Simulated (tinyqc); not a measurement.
Planar metal-insulator-metal capacitor: capacitance, non-linearity, leakage and relaxation: charge lost after writing.

A film between two metal electrodes, each interface adding a series capacitance ci. The small-signal permittivity is ek (1 + aq E^2); the field is found with the linear permittivity. Leakage J = J0 sinh(E/Ef). After a voltage step the film passes a relaxation current kr C V tt^(-nr), tt being the time in seconds.

Planar film: Cf = eps0 ek/t, 1/C = 1/Cf + 2/ci, EOT = 3.9 eps0/C, effective permittivity C t/eps0, E = (V/t) C/Cf. A capacitor written for t0 and then left open loses, as a share of C V, kr (tt^(1 - nr) - t0^(1 - nr))/(1 - nr) by relaxation and J tt/(C V) by leakage; both are taken as small, and rows far outside that range are left out.

Parameters, values chosen for the exercise; permittivity of the order of that of strontium titanate:
```
symbol    value       unit                                                             meaning
ek          137                                              relative permittivity of the film
t             9         nm                                                      film thickness
ci         1000    uF/cm^2  capacitance of each electrode interface (dead layer and screening)
aq       -0.025  cm^2/MV^2                     quadratic field coefficient of the permittivity
V             1          V                                                                bias
nr        0.956                                             exponent of the relaxation current
kr       0.0018                                                     strength of the relaxation
J0      7.8e-11     A/cm^2                                                   leakage prefactor
Ef         0.28      MV/cm                             field for an e-fold rise of the leakage
t0         2e-8          s                                         duration of the write pulse
```

Constants: eps0 = 8.8541878128e-14 F/cm where lengths are in cm. Results are converted to the units shown.

The same in every row: leakage current (nA/cm^2) = 1.858.

Result of one run:
```
relaxation current (nA/cm^2)  loss by relaxation (%)  loss by leakage (%)  total loss (%)
2.614                                          2.652               0.1416           2.793
```

Which time since the start of the write pulse tt gave this result: 1e-5, 0.0001, 0.1, 10 or 100 s?

tt = 10 s.

The whole series:
```
tt (s)  relaxation current (nA/cm^2)  loss by relaxation (%)  loss by leakage (%)  total loss (%)
1e-6                         1.286e7                  0.3522             1.416e-8          0.3522
1e-5                         1.423e6                  0.5897             1.416e-7          0.5897
0.0001                       1.575e5                  0.8526             1.416e-6          0.8526
0.001                        1.743e4                   1.143             1.416e-5           1.143
0.01                            1929                   1.465             1.416e-4           1.465
0.1                            213.5                   1.821             0.001416           1.823
1                              23.62                   2.216              0.01416           2.230
10                             2.614                   2.652               0.1416           2.793
100                           0.2893                   3.135                1.416           4.550
```

The two currents are equal at tt = 14.3 s. The loss by relaxation grows from 0.352 to 3.13 %, by 0.238 points over the first decade and 0.483 over the last, while the loss by leakage grows tenfold a decade. Relaxation is the larger loss in every row.

Numbers from tinyqc (`OMP_NUM_THREADS=1 python tinyqc.py 2102058 2102059 out.jsonl`; about 0.01 s on one thread of a shared Intel Xeon 2.30GHz).
